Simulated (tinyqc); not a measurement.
Anisotropic wet etching of Si(100): plane rates, V-grooves, membranes and undercut: one step, computed by the program tinyqc. Command: `OMP_NUM_THREADS=1 python tinyqc.py 3002351 3002352 out.jsonl wetetch walk`. One thread of a shared host (Intel(R) Xeon(R) Processor @ 2.30GHz), about 0.01 s of CPU time with the checks.

A long slot opens the mask on a (100) wafer. The floor etches at R100; (111) walls stand at theta = arctan(sqrt2) = 54.7356 degrees to the surface and recede at R111 along their normal.

Question. Designing a membrane from the back side. Etch depth d - membrane, time = depth/R100; for a membrane as wide as w the opening must be w + sqrt2 depth - 2 u time; oxide mask consumed R_ox x time; a 1 K error changes the depth by the fraction E/(k_B T^2); a convex mask corner, such as that of a mesa, would retreat by c x depth.

Inputs (values chosen for the exercise, close to those used for potassium hydroxide solutions):
```
quantity                                                                  value  unit
activation energy of (100), E                                             0.596    eV
corner undercut rate over (100) rate, c                                     2.7     -
bath temperature T                                                           60     C
width w (mask opening along <110>, or membrane width in the design step)     21    um
wafer thickness d                                                           380    um
membrane thickness wanted                                                    46    um
```

R100 = 0.4240045 um/min

lateral rate u = 0.003167743 um/min

R_ox = 0.001795693 um/min

Constants: k_B = 8.617333262e-05 eV/K.

Give: time to reach the membrane; opening needed; oxide consumed; depth error per kelvin; retreat of a convex corner.

Answer.

time to reach the membrane = 787.73 min

opening needed = 488.36 um

oxide consumed = 1414.5 nm

depth error per kelvin = 20.813 um

retreat of a convex corner = 901.8 um

The error per kelvin is 45 % of the membrane, so a timed etch cannot hold it and an etch stop is needed. The oxide loss calls for a nitride mask. A corner retreat larger than the depth shows why mesas need compensation structures. Caution: the remaining silicon is too narrow for its thickness to act as a membrane. Caution: rates also depend on concentration, doping, additives and stirring, all held fixed here.
